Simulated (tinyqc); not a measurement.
Lossy on-chip transmission line with skin effect: effect of the length.

A uniform line in a homogeneous dielectric: c = sqrt(er)/(c0 Z0), l = Z0 sqrt(er)/c0 (c0 = 299792458 m/s), g = w c td, w = 2 pi f. The resistance joins its limits as r = sqrt(r_dc^2 + r_hf^2), with r_dc = rho/(wd th), r_hf = kr rho/(2 delta (wd + th)), delta = sqrt(rho/(pi f mu0)), mu0 = 4 pi 1e-7 H/m; this is an interpolation, and internal inductance, up to 0.05 nH/mm at low frequency, is neglected.

gamma = sqrt((r + i w l)(g + i w c)) = alpha + i beta, Zc = sqrt((r + i w l)/(g + i w c)), roots with positive real part; loss 8.685889638 alpha in dB; phase velocity w/beta. ZL = 1/(1/RL + i w CL); reflection (ZL - Zc)/(ZL + Zc); Zin = Zc (ZL + Zc tanh(gamma len))/(Zc + ZL tanh(gamma len)); H = V_load/V_source = [Zin/(Zin + Rg)]/[cosh(gamma len) + (Zc/ZL) sinh(gamma len)].

Inputs (values chosen for the exercise): width of the strip wd = 1.1 um; thickness of the strip th = 1.1 um; resistivity rho = 2 uohm cm; relative permittivity er = 2.7; loss tangent td = 0.002; lossless impedance sqrt(l/c) Z0 = 45 ohm; factor for crowding and the return path kr = 1.5; source resistance Rg = 50 ohm; load resistance RL = 1000 ohm; load capacitance CL = 0 fF; frequency f = 4.2 GHz.

The same in every row: r (ohm/mm) = 17.66; r/(w l) = 2.713; loss (dB/mm) = 1.223; |Zc| (ohm) = 76.51; phase velocity over c0 = 0.4366.

Effect of the length:
```
len (mm)  length in wavelengths  |H| (dB)
0.32                    0.01027   -0.4741
0.56                    0.01797   -0.5171
0.98                    0.03145   -0.6103
1.7                     0.05455   -0.8512
3                       0.09626    -1.668
5.2                      0.1669    -4.182
9.1                      0.2920    -9.583
16                       0.5134    -18.09
```

What does the comparison show?

As len goes from 0.32 to 16, the loss stays at 1.22 dB/mm, |Zc| stays at 76.5 ohm and |H| goes from -0.474 to -18.1 dB, with its highest value among the rows, -0.474 dB, at len = 0.32.

tinyqc, about 0.01 s, one thread, Intel Xeon 2.30GHz (shared host): `OMP_NUM_THREADS=1 python tinyqc.py 2810140 2810141 out.jsonl`
